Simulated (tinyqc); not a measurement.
Changing the transverse mass m_t: donor in an ellipsoidal valley (Kohn-Luttinger variational method). Computed by tinyqc, a small Python program. Command: `OMP_NUM_THREADS=1 python tinyqc.py 3007646 3007647 out.jsonl kohnlutt sweep`. One thread of a shared host (Intel(R) Xeon(R) Processor @ 2.30GHz), about 0.08 s of CPU time with the checks.

H = -(d^2/dx^2 + d^2/dy^2) - gamma d^2/dz^2 - 2/r in units built on m_t, with gamma = m_t/m_l and z along the valley axis. One valley; no valley-orbit or central-cell term.

Inputs (values chosen for the exercise, modelled on silicon): longitudinal mass m_l = 0.916 m_0; dielectric constant eps = 11.6.

Constants: Ry = 13.605693123 eV; a_0 = 0.529177210903 angstrom.

Method:
- Ry* = Ry m_t/eps^2, a* = a_0 eps/m_t, gamma = m_t/m_l.
- Trial function exp(-sqrt((x^2 + y^2)/a^2 + z^2/b^2)) with beta = b/a < 1: E = t/a^2 - u/a, t = (2 + gamma/beta^2)/3, u = 2 arcsin(sqrt(1 - beta^2))/sqrt(1 - beta^2); the best a is 2 t/u and E(beta) = -u^2/(4 t).
- Golden-section search on beta from 0.05 to 0.999, 60 steps.
- Gaussian basis: g = P exp(-al (x^2 + y^2) - be z^2) with P = 1 (s-like), z (2p0) or x (2p+-); al = 0.004 x 2.6^k, k = 0..11, and be/al = 1, gamma^(-1/2) or 1/gamma (36 functions); 1/r = (2/sqrt(pi)) int exp(-t^2 r^2) dt by 48 Gauss-Legendre points after t = sqrt(al_i + al_j) tan(theta); overlap eigenvalues below 1e-10 are dropped.

One run for each value; columns: (1) transverse mass m_t (m_0); (2) 1s binding energy, trial function (meV); (3) 2p0 binding energy (meV); (4) 2p+- binding energy (meV); (5) radius a of the 1s trial function (angstrom); (6) radius b of the 1s trial function (angstrom):
```
(1)       (2)     (3)     (4)     (5)     (6)
0.031   6.973   3.653   1.186  117.73  36.143
0.048  10.061   4.890   1.782   79.64  28.405
0.075  14.501   6.485   2.684   53.74  22.352
0.120  21.092   8.580   4.104   35.75  17.495
0.180  28.873  10.762   5.882   25.30  14.254
0.290  41.297  13.799   8.906   16.97  11.294
0.450  56.760  17.047  12.932   11.83   9.190
0.700  77.240  20.728  18.634    8.29   7.532
```

Over the rows, 1s binding energy, trial function (meV) rises from 6.97 to 77.2 (exponent d ln y / d ln x 0.84 between the first rows and 0.70 between the last); 2p0 binding energy (meV) rises from 3.65 to 20.7 (exponent d ln y / d ln x 0.67 between the first rows and 0.44 between the last); 2p+- binding energy (meV) rises from 1.19 to 18.6 (exponent d ln y / d ln x 0.93 between the first rows and 0.83 between the last).

Caution (rows 0.700): a* is only a few bond lengths, so central-cell and valley-orbit terms are large.

Extremes, crossings and ranges named in words are read from the listed rows.
